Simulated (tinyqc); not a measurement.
# Worked calculation: an infinitely deep well in a field (quantum-confined Stark shift), Airy functions

Numbers from tinyqc (`OMP_NUM_THREADS=1 python tinyqc.py 2580115 2580116 out.jsonl`; about 0.03 s on one thread of a shared Intel Xeon 2.30GHz). Printed values are rounded.

Hard walls at x = -L/2 and +L/2; between them U(x) = -F x (eV, zero at the centre). C = hbar^2/(2 m0), e = (C F^2/m1)^(1/3), z1 = (F L/2 - E)/e at the left wall and z2 = (-F L/2 - E)/e at the right wall. Levels are the roots of D(E) = Ai(z1) Bi(z2) - Ai(z2) Bi(z1).

Parameters, values chosen for the exercise:
- m1 = 0.073 m0 (mass)
- L = 18 nm (well width)
- F = 0.0019 V/nm (field)
- n = 2 (level sought)

Constants: q = 1.602176634e-19 C, hbar = 1.054571817e-34 J s, m0 = 9.1093837015e-31 kg, hbar^2/(2 m0) = 0.0380998212 eV nm^2. Results are converted to the units shown.

## Level without field and second-order shift

E_n(0) = C (n pi/L)^2/m1; second-order shift m1 F^2 L^4 (1 - 15/(pi n)^2)/(48 C pi^2 n^2).

E_n(0) = 0.0635938 eV
second-order shift = 0.237585 meV
F L/E_1(0) = 2.15115

## Step 1: secant step for the level

first trial energy = 0.0636 eV
second trial energy = 0.0628 eV

Secant step from the last two trial energies, E_a the older and E_b the newer: next = E_b - D(E_b) (E_b - E_a)/(D(E_b) - D(E_a)).

D(E_a) = 0.00158559
D(E_b) = 0.00730457
third trial energy = 0.0638218 eV

## Step 2: secant step for the level

As before.

D(E_a) = 0.00730457
D(E_b) = 1.90735e-5
fourth trial energy = 0.0638245 eV

## Course of the secant iteration

Stop when E changes by less than 1e-10 eV and the root is level n (n - 1 nodes between the walls). E_a and E_b start as the two trial energies.

Course of the iteration:
```
step     E (eV)  change (eV)
1     0.0638218      1.02e-3
2     0.0638245      2.68e-6
3     0.0638245      3.29e-8
4     0.0638245     1.09e-12
```

Converged in 4 steps to level 2.

## Stark shift

Exact shift E_n(F) - E_n(0), and the mean position <x> = -dE_n/dF. E_n(0) = C (n pi/L)^2/m1; second-order shift m1 F^2 L^4 (1 - 15/(pi n)^2)/(48 C pi^2 n^2).

E_n = 0.0638245 eV
shift = 0.230705 meV
<x> = -0.23577 nm

The second-order estimate is 3.0 % above the exact shift in size.
